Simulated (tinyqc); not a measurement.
Inside a calculation. Method: Hueckel theory of the pi electrons, for the molecule BC([CH2+])=N (SMILES; centres numbered as the heavy atoms are written). One step of it, computed by the program tinyqc.

Problem. Energy, charges, bond orders. E = sum n x; q_r = z_r - P_rr; bond order p = P_rs; free valence = sqrt(3) - sum of p over the bonds of the atom.

x values: 1.654811  0.254261  -0.692123  -1.716950

occupations: 2.000000  0.000000  0.000000  0.000000

charge and bond-order matrix P:
```
          1B        2C        3C        4N
1B  0.063650  0.241397  0.145876  0.209036
2C  0.241397  0.915518  0.553246  0.792786
3C  0.145876  0.553246  0.334326  0.479079
4N  0.209036  0.792786  0.479079  0.686507
```

Centres:
```
centre  z_r, pi electrons of the neutral centre          h
1B                                            0  -1.000000
2C                                            1   0.000000
3C                                            1   0.000000
4N                                            1   0.500000
```

Bonds:
```
i  j         k
1  2  0.700000
2  3         1
2  4         1
```

Give: pi energy = 2 alpha + this times beta; pi charges; Bond orders and lengths from R = 1.517 - 0.180 p; free valence of the carbons; gap between the highest filled and the next level.

Solution.

pi energy = 2 alpha + this times beta = 3.3096

pi charges: 1B -0.0636, 2C 0.0845, 3C 0.6657, 4N 0.3135

Bond orders and lengths from R = 1.517 - 0.180 p (angstrom, C-C alone):
```
bond       p       R
1-2   0.2414       -
2-3   0.5532  1.4174
2-4   0.7928       -
```

free valence of the carbons: 2C 0.1446, 3C 1.1788

gap between the highest filled and the next level = 1.4005 |beta|
